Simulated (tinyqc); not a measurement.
Inside a calculation: phonon-assisted absorption at an indirect gap. Values are carried at full precision from step to step, so a last printed digit may differ when a step is redone from the rounded ones.

alpha(E) = sum_j A_j [N_j (E - Eg + w_j)^2 + (N_j + 1)(E - Eg - w_j)^2], each bracket counted only where its base is positive; N_j = 1/(exp(w_j/kB T) - 1). The first term absorbs a phonon and the second emits one; excitons and direct transitions are left out.

Constants: kB = 8.617333262e-05 eV/K.

Values chosen for the exercise (loosely those of GaP at room temperature; Eg is not tied to T; shifted at random, so the results belong to these values and not to a real crystal):

| symbol | value | unit | meaning |
|---|---|---|---|
| Eg | 2.301 | eV | indirect gap, held fixed unless listed |
| w | (46.4, 13) | meV | two zone-edge phonons |
| A | (6000, 1200) | 1/(cm eV^2) | their strengths |
| T | 400 | K |  |
| E | 2.69 | eV | photon energy |
| nr | 3.34 |  | refractive index |
| d | 26 | micrometre | thickness |
| xj | 0.24 | micrometre | dead layer at the surface |
| W | 5.2 | micrometre | depleted width |
| L | 15 | micrometre | minority diffusion length below it |

## The four branches at one energy

Evaluate the occupations and each term.

N_j: 0.3518  2.183

terms with phonon absorption (1/cm): 400.2  423.3

terms with phonon emission (1/cm): 952.0  540.0

alpha = 2315 1/cm
wavelength hc/E (hc = 1239.841984 eV nm) = 460.9 nm

Phonon absorption supplies 35.6 % of alpha; the depth 1/alpha is 4.32 micrometre.

## What a slab does with it

Slab of thickness d in air, incoherent passes: R = ((nr - 1)/(nr + 1))^2, x = exp(-alpha d); transmitted Tr = (1 - R)^2 x/(1 - R^2 x^2), reflected Rt = R + (1 - R)^2 R x^2/(1 - R^2 x^2), absorbed Ab = (1 - R)(1 - x)/(1 - R x).

d in cm is 1e-4 times the value in micrometres.

R = 0.2907
x = 0.0024
Tr = 0.0012
Rt = 0.2907
Ab = 0.7081

A single pass would absorb (1 - R)(1 - x) = 0.7076; the back face adds 0.0005.

## Quantum efficiency of a diode

Photodiode (Gaertner form with a dead layer): QE = (1 - R) exp(-alpha xj) [1 - exp(-alpha W)/(1 + alpha L)], R = ((nr - 1)/(nr + 1))^2; responsivity = QE/E in A/W for E in eV.

Evaluate the factors; 1 micrometre = 1e-4 cm.

passes the dead layer = 0.9459
collected share = 0.9329
QE = 0.6260
responsivity = 0.2327 A/W

Without diffusion from below the collected share would be 0.7000.

## Checks

- Tr + Rt + Ab against 1: both 1.000000.

Run: tinyqc, `OMP_NUM_THREADS=1 python tinyqc.py 1652685 1652686 out.jsonl`; Intel(R) Xeon(R) Processor @ 2.30GHz, one thread, shared host; about 0.01 s of CPU time with all checks.
